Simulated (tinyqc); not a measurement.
Stacked nanosheet transistor, parasitic resistance, capacitance and delay: one step of the calculation.

Ns sheets share one contact on top; each has perimeter p = 2 (Ws + ts) and cross-section A = Ws ts; contact width Wc = Ws + 10 nm, stack height Hs = Ns pv. Sheet 1 is the top one. Contact length Lc = CPP - Lg - 2 Lsp, shared by two neighbouring gates. Source and drain sides are equal. The formulas are first-order estimates, not field solutions.

Question. Geometry and resistances. Epitaxy sheet resistance Rsh = re/te, transfer length LT = sqrt(rc/Rsh), contact Rc = [sqrt(rc Rsh)/Wc] coth(Lc/(2 LT)); extension of one sheet Rx = rx Lsp/A. Effective width N p; for equal currents and rv = 0 one side has Rc + Rx/N.

Values chosen for this exercise; values close to those of silicon logic devices: number of sheets Ns = 2; sheet width Ws = 40 nm; sheet thickness ts = 6 nm; contacted gate pitch CPP = 42 nm; gate length Lg = 16 nm; spacer length Lsp = 4 nm; contact resistivity rc = 2.7e-9 ohm cm^2; resistivity of the source-drain epitaxy re = 0.00021 ohm cm; current-carrying depth of the epitaxy te = 20 nm; resistivity of the extension rx = 0.0017 ohm cm.

Give: Lc; effective width; Rsh; LT; Rc; Rx; one side times effective width.

Answer.

Lc = 18.00 nm
effective width = 184.0 nm
Rsh = 105.0 ohm
LT = 50.71 nm
Rc = 606.3 ohm
Rx = 283.3 ohm
one side times effective width = 137.6 ohm um

tinyqc, about 0.09 s, one thread, Intel Xeon 2.30GHz (shared host): `OMP_NUM_THREADS=1 python tinyqc.py 2170131 2170132 out.jsonl`
